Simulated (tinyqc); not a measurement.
Shallow acceptor in the spherical four-band model: sweeps and comparisons. A value that a table varies takes the place of the one given here.

The ground state 1S3/2 has an L = 0 part f(r) and an L = 2 part g(r). In units of Ry* and a*, with Gaussians f_i = exp(-a_i r^2), g_i = r^2 exp(-a_i r^2), A = a_i + a_j and I(n) = Gamma((n + 1)/2)/(2 A^((n + 1)/2)): S_ff = I(2), S_gg = I(6), H_ff = (6 a_i a_j/A) I(2) - 2 I(1), H_gg = (14 a_i a_j/A) I(6) - 2 I(5), H_fg = -mu [15 I(2) - 20 a_j I(4) + 4 a_j^2 I(6)]; each function is then normalised. The split-off band is left out.

Converged values use 22 exponents 2.2^i, i = -7 to 14, for f and for g.

Units Ry* = Ry/(g1 eps^2) and a* = a0 eps g1; mu = (6 g3 + 4 g2)/(5 g1) is the spherical heavy-light coupling and delta = (g3 - g2)/g1 the cubic term, which is left out.

Constants: Ry = 13.60569312 eV; a0 (Bohr radius) = 0.5291772105 angstrom.

Parameters, chosen for this exercise (near those of a shallow acceptor in Si, where the small spin-orbit splitting and strong warping make this model rough; shifted at random, so the results belong to these values and not to a real crystal): mus = (0.05, 0.27, 0.54, 0.59, 0.73, 0.83, 0.87) (couplings); rc = 1.5 angstrom (radius of the central cell); Vs = (3, 1, 0, -1, -2, -3, -4) eV (central-cell strengths); g1 = 4.26 (Luttinger gamma1); g2 = 0.34 (gamma2); g3 = 1.44 (gamma3); eps = 11.4 (dielectric constant).

## Strength of the heavy-light coupling

Ry* = 24.5754 meV

Converged values in Ry* and a*; the heavy-mass hydrogen model gives 1/(1 - mu).

Results:

| mu | binding (Ry*) | 1/(1 - mu) | ratio | L = 2 weight | <r> (a*) | binding (meV) |
|---|---|---|---|---|---|---|
| 0.05 | 1.002 | 1.053 | 0.952 | 0.001 | 1.497 | 24.6 |
| 0.27 | 1.071 | 1.370 | 0.782 | 0.031 | 1.416 | 26.3 |
| 0.54 | 1.368 | 2.174 | 0.629 | 0.129 | 1.146 | 33.6 |
| 0.59 | 1.478 | 2.439 | 0.606 | 0.155 | 1.072 | 36.3 |
| 0.73 | 2.017 | 3.704 | 0.545 | 0.244 | 0.811 | 49.6 |
| 0.83 | 2.966 | 5.882 | 0.504 | 0.324 | 0.568 | 72.9 |
| 0.87 | 3.758 | 7.692 | 0.488 | 0.359 | 0.455 | 92.3 |

The binding starts as 1 + O(mu^2), 1.002 at mu = 0.05, since the coupling enters in second order, and reaches 3.76 at mu = 0.87. The ratio to the heavy-mass model falls from 0.95 to 0.49, towards about 0.44 as mu goes to 1: the bound hole is only partly heavy. The L = 2 weight grows to 0.36 and the radius shrinks by a factor 3.3.

## Central-cell correction

mu = 0.46948
a* = 25.699 angstrom

A short-range term V exp(-r^2/rc^2) is added (negative: attracts the hole); its elements are V S (A/(A + 1/rc^2))^(3/2) for f and ^(7/2) for g, in the same units.

Results:

| V (eV) | 1S binding (meV) | 2S binding (meV) | <r> (angstrom) | L = 2 weight |
|---|---|---|---|---|
| 3.0 | 29.3 | 8.21 | 33.4 | 0.095 |
| 1.0 | 30.2 | 8.33 | 32.4 | 0.096 |
| 0.0 | 30.8 | 8.40 | 31.8 | 0.096 |
| -1.0 | 31.5 | 8.49 | 31.1 | 0.097 |
| -2.0 | 32.3 | 8.59 | 30.3 | 0.098 |
| -3.0 | 33.4 | 8.72 | 29.4 | 0.098 |
| -4.0 | 34.7 | 8.87 | 28.3 | 0.099 |

From V = 0 to -4 eV the 1S binding grows by 3.9 meV (13 %) and the 2S binding by 0.47 meV, so the chemical shift sits mainly in the ground state. A repulsion of 3 eV removes 1.5 meV. The slope is 1.33 meV per eV over the last step against 0.49 on the repulsive side, since attraction pulls the state into the cell; over this range the level stays shallow.

## What each parameter does

Converged values. Each row changes one parameter from the base and keeps the others.

Results:

| case | mu | Ry* (meV) | binding (meV) | <r> (angstrom) |
|---|---|---|---|---|
| base | 0.469 | 24.58 | 30.80 | 31.8 |
| g1 = 4.6 | 0.435 | 22.76 | 27.51 | 35.4 |
| g2 = 0.29 | 0.460 | 24.58 | 30.49 | 32.1 |
| g3 = 1.32 | 0.436 | 24.58 | 29.74 | 32.8 |
| eps = 10.5 | 0.469 | 28.97 | 36.31 | 29.3 |

The largest shifts from the base row, up to three for each result and ties (the steps differ in size, so this ranks the rows, not the parameters). mu: g1 -0.035, g3 -0.034, g2 -0.009; unchanged at the printed digits by eps. Ry* (meV): eps +4.39, g1 -1.82; unchanged at the printed digits by g2 and g3. binding (meV): eps +5.51, g1 -3.29, g3 -1.06. <r> (angstrom): g1 +3.6, eps -2.5, g3 +1.0. g1 acts twice: it lowers Ry* and it lowers mu.

Program tinyqc; command `OMP_NUM_THREADS=1 python tinyqc.py 1280751 1280752 out.jsonl`; about 0.04 s on one thread of a shared Intel(R) Xeon(R) Processor @ 2.30GHz.
